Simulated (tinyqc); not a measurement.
## Minority carriers and saturation current of a heavily doped emitter: effect of temperature on the narrowing factor

n-type, parabolic bands, full ionisation. eta = (EF - Ec)/kB T solves N = Nc F12(eta), F12(x) = (2/sqrt(pi)) int_0^infinity sqrt(u)/(1 + exp(u - x)) du. The gap shrinks rigidly by dEg = a3 y^(1/3) + a4 y^(1/4) + a2 y^(1/2), y = N/1e18 cm^-3, an empirical law that is here taken as the true narrowing.

Nc is given at 300 K and scales as T^1.5; dEg is held. The factor nie^2/ni^2 = exp(dEg/kB T) g, g = F12(eta) exp(-eta), divides the current gain of a transistor with this emitter.

Inputs (values chosen for the exercise); band and dielectric values close to those of silicon: conduction-band density of states at 300 K Nc = 2.79e19 cm^-3; ionised donor density N = 5.6e19 cm^-3; coefficient of (N/1e18)^(1/3) a3 = 10.6 meV; coefficient of (N/1e18)^(1/4) a4 = 12.8 meV; coefficient of (N/1e18)^(1/2) a2 = 4.9 meV.

Constants: q = 1.602176634e-19 C, kB = 1.380649e-23 J/K, Vt = kB T/q. Results are converted to the units shown.

Effect of temperature on the narrowing factor:
```
T (K)	eta	g	nie^2/ni^2	its logarithm
150	3.607	0.1540	909.0	6.812
200	2.548	0.2885	194.3	5.269
250	1.871	0.4062	74.36	4.309
300	1.388	0.5012	38.50	3.651
350	1.017	0.5763	23.81	3.170
400	0.7180	0.6358	16.50	2.803
450	0.4691	0.6835	12.35	2.514
```

The factor falls from 909 to 12.4. Its slope against q/kB T is 79.8 meV between the first two rows and 89.8 meV between the last two, against dEg = 112 meV: degeneracy takes back part of the narrowing. The factor grows on cooling, so the current gain of such a transistor falls.

Range of the model: Band tails, non-parabolic bands and incomplete ionisation are left out.

tinyqc, about 0.01 s, one thread, Intel Xeon 2.30GHz (shared host): `OMP_NUM_THREADS=1 python tinyqc.py 2330036 2330037 out.jsonl`
